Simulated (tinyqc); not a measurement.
# Worked calculation: trench capacitor in an array: capacitance, non-linearity, leakage and relaxation

Numbers from tinyqc (`OMP_NUM_THREADS=1 python tinyqc.py 2102161 2102162 out.jsonl`; about 0.01 s on one thread of a shared Intel Xeon 2.30GHz). Printed values are rounded.

A film between two metal electrodes, each interface adding a series capacitance ci. The small-signal permittivity is ek (1 + aq E^2); the field is found with the linear permittivity. Leakage J = J0 sinh(E/Ef). After a voltage step the film passes a relaxation current kr C V tt^(-nr), tt being the time in seconds. The sidewall is a coaxial capacitor with radii a = dm/2 - t and b = dm/2, depth AR dm; the end face is left out.

Values chosen for this exercise; permittivity of the order of that of titanium dioxide:
- ek = 77.5 (relative permittivity of the film)
- t = 14 nm (film thickness)
- ci = 120 uF/cm^2 (capacitance of each electrode interface (dead layer and screening))
- aq = 0.036 cm^2/MV^2 (quadratic field coefficient of the permittivity)
- V = 1.1 V (bias)
- J0 = 2.6e-11 A/cm^2 (leakage prefactor)
- Ef = 0.44 MV/cm (field for an e-fold rise of the leakage)
- dm = 46 nm (diameter of the hole)
- AR = 10 (aspect ratio, depth over diameter)
- pt = 88 nm (pitch of the square array)
- rho = 320 uohm cm (resistivity of the inner electrode)

Constants: eps0 = 8.8541878128e-14 F/cm where lengths are in cm. Results are converted to the units shown.

## Planar capacitance, field and non-linearity

Planar film: Cf = eps0 ek/t, 1/C = 1/Cf + 2/ci, EOT = 3.9 eps0/C, effective permittivity C t/eps0, E = (V/t) C/Cf; quadratic coefficient [C(V)/C - 1]/V^2 with Cf (1 + aq E^2) in C(V).

Cf = 4.90143 uF/cm^2
C = 4.53126 uF/cm^2
EOT = 0.762068 nm
effective permittivity = 71.6471
E = 0.726376 MV/cm
quadratic coefficient = 14491.6 ppm/V^2
J = 6.52541e-11 A/cm^2

The interfaces take 7.55 % of the voltage.

## Cell capacitance, fields and time constant

Per length 1/c = ln(b/a)/(2 pi eps0 ek) + (1/a + 1/b)/(2 pi ci); cell capacitance c AR dm; per footprint over pt^2; fields c V/(2 pi eps0 ek r) at r = a and b; resistance of the inner electrode rho AR dm/(pi a^2); time constant R C/3 of the distributed line.

a = 9 nm
b = 23 nm
cell capacitance = 1.93178 fF
capacitance per footprint = 24.9455 uF/cm^2
field at a = 1.19047 MV/cm
field at b = 0.465837 MV/cm
R = 5.78459 kohm
R C/3 = 3.72486 ps

The array gives 5.51 times the planar capacitance per footprint; curvature makes the field at the inner electrode 1.64 times the planar value.
